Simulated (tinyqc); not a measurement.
Bias-temperature instability from a Gaussian distribution of capture and emission barriers: one step, computed by the program tinyqc. Command: `OMP_NUM_THREADS=1 python tinyqc.py 3014189 3014190 out.jsonl bti walk`. One thread of a shared host (Intel(R) Xeon(R) Processor @ 2.30GHz), about 0.01 s of CPU time with the checks.

Each trap has a capture time tau_0 exp(E_c/(k_B T)) under stress and an emission time tau_0 exp(E_e/(k_B T)) after it. E_c is Gaussian, and E_e = E_c + d with d Gaussian and independent. A trap counts as filled once t_s exceeds its capture time and as emptied once t_r exceeds its emission time.

Question. Stress. Demarcation energies E_s = k_B T ln(t_s/tau_0), E_r = k_B T ln(t_r/tau_0); mean barrier mu = mu_c - k_F F; z = (E_s - mu)/sigma_c; Phi is the standard normal distribution. Temperatures in kelvin are T(C) + 273.15. Shift without recovery dV0 = V_max Phi(z); local time exponent n = d ln dV0/d ln t_s = (k_B T/sigma_c) exp(-z^2/2)/(sqrt(2 pi) Phi(z)); apparent activation energy n E_s.

Inputs (values chosen for the exercise, for a model p-channel transistor):
```
quantity                                 value        unit
shift with all traps filled V_max           97          mV
mean capture barrier at zero field mu_c      2          eV
spread of capture barriers sigma_c        0.26          eV
lowering of mu_c per field k_F           0.054  eV/(MV/cm)
oxide field F                              6.4       MV/cm
time constant tau_0                      1e-10           s
temperature T                              175           C
stress time t_s                              2           s
```

Constants: k_B = 8.617333262e-05 eV/K.

Give: E_s; mean barrier mu; z; shift without recovery dV0; time exponent n; apparent activation energy.

Answer.

E_s = 0.9160 eV

mean barrier mu = 1.6544 eV

z = -2.840

shift without recovery dV0 = 0.2188 mV

time exponent n = 0.4656

apparent activation energy = 0.4265 eV

The stress has filled 0.23 % of the traps. The apparent energy 0.427 eV is only the share n of the barriers near 0.92 eV that are being crossed.
